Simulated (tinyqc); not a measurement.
Hydrogen passivation of interface dangling bonds: competing passivation and dissociation with distributed barriers: one step, computed by the program tinyqc.

P_b + H2 gives P_bH + H at the rate k_f [H2]; P_bH gives P_b + H at the rate k_d. All defects start unpassivated. E_f and E_d are Gaussian and independent.

Task: Distributed barriers. [H2] = solubility factor x p; a = k_f0 [H2] exp(-E_f/(k_B T)), d = k_d0 exp(-E_d/(k_B T)). For one pair of barriers the active share is y = [d + a exp(-(a + d) t)]/(a + d). Temperatures in kelvin are T(C) + 273.15. Average y over both Gaussians with 40 x 40 Gauss-Hermite points. Active density N0 y; threshold shift if each active defect holds one charge, e N0 y t_ox/(3.9 eps_0).

Inputs (values chosen for the exercise, close to those used for P_b centres at the silicon-oxide interface): defect density N0 = 5.4e+11 1/cm^2; passivation prefactor k_f0 = 9.3e-08 cm^3/s; mean passivation barrier E_f = 1.54 eV; spread sigma_f = 0.063 eV; dissociation prefactor k_d0 = 1.1e+13 1/s; mean dissociation barrier E_d = 2.82 eV; spread sigma_d = 0.11 eV; H2 in the oxide per atm, solubility factor = 1.6e+18 1/(cm^3 atm); hydrogen pressure p = 1 atm; anneal temperature T = 575 C; anneal time t = 400 s; oxide thickness = 6.3 nm.

Constants: k_B = 8.617333262e-05 eV/K; e = 1.602176634e-19 C; eps_0 = 8.8541878128e-12 F/m.

Give: active share y; active density; threshold shift.

Result:

active share y = 8.2425e-06

active density = 4.4510e+06 1/cm^2

threshold shift = 0.0013010 mV

Caution: densities below a few 1e9 per cm^2 are formal: other defects set the floor in real interfaces.
